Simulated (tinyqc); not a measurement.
## Weibull slope from two areas

Question. Oxide breakdown times follow a Weibull law, F = 1 - exp(-(t/t63)^beta). For defects spread at random t63 goes as A^(-1/beta). Find beta and the time at which the share Fp of the area-A2 devices has failed, t63(A2) (-ln(1 - Fp))^(1/beta).

Inputs (values chosen for the exercise):
```
symbol   value  unit                           meaning
A1          91  um^2          area of a test capacitor
A2       1.2e5  um^2          gate area of the product
Fp      0.0001        allowed share of failed products
```

t63 at the areas A1 and A2 (s): [390, 0.97937285]

Solution. beta = ln(A2/A1)/ln(t63(A1)/t63(A2)).

beta = 1.20
time to Fp = 4.55e-4 s

Computed by the program tinyqc: `OMP_NUM_THREADS=1 python tinyqc.py 2070069 2070070 out.jsonl`, one thread of a shared Intel Xeon 2.30GHz, about 0.01 s for the whole run.
